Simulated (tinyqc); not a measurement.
Van der Pauw, Hall and four-point-probe measurements on a doped layer: one step of the calculation.

A uniform n-type layer with sheet resistance Rs = 1/(q ns mu), point contacts, low field (mu B small).

Question. Sheet density, mobility and bulk values. Rs = 1/z; Hall sheet density B I/(q |VH|); Hall mobility |VH|/(Rs B I); true values ns = rH times the Hall density, mu = Hall mobility/rH; bulk density ns/t, resistivity Rs t; correction factor F = Rs/[(pi/ln 2)(RA + RB)/2].

Inputs (values chosen for the exercise):
```
symbol  value  unit                 meaning
rH        1.1                   Hall factor
B           1     T          magnetic field
I         500    uA                 current
t          27    nm  thickness of the layer
```

Constants: q = 1.602176634e-19 C. Results are converted to the units shown.

converged z = 1.2016325 mS
VH = -11.442767 mV
RA = 32.542374 ohm
RB = 571.54284 ohm

Wanted: Rs; Hall sheet density; Hall mobility; ns; mu; bulk density; resistivity; F.

Answer.

Rs = 832.2 ohm/square
Hall sheet density = 2.727e13 cm^-2
Hall mobility = 275.0 cm^2/(V s)
ns = 3.000e13 cm^-2
mu = 250.0 cm^2/(V s)
bulk density = 1.111e19 cm^-3
resistivity = 0.002247 ohm cm
F = 0.6079

Numbers from tinyqc (`OMP_NUM_THREADS=1 python tinyqc.py 2850201 2850202 out.jsonl`; about 0.04 s on one thread of a shared Intel Xeon 2.30GHz).
